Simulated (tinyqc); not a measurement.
## Slope factor and drain-induced lowering from three currents

Question. With source and body at 0 V, I = A exp((Vg + dd Vd)/(nf Vt)) (1 - exp(-Vd/Vt)). Find nf, the swing nf Vt ln 10 and dd.

Values chosen for this exercise:
- T = 358 K (temperature)

Constants: q = 1.602176634e-19 C, kB = 1.380649e-23 J/K, Vt = kB T/q. Results are converted to the units shown.

currents at (Vg, Vd) = (0, 0.05), (0, 0.9) and (0.08, 0.9) V (nA/um): 0.44975015  13.587923  115.85186

Solution. The pair at equal Vd gives nf; the pair at equal Vg, after dividing out the factors 1 - exp(-Vd/Vt), gives dd.

nf = 1.210
swing = 85.95 mV/decade
dd = 0.1400

Numbers from tinyqc (`OMP_NUM_THREADS=1 python tinyqc.py 2242176 2242177 out.jsonl`; about 0.03 s on one thread of a shared Intel Xeon 2.30GHz).
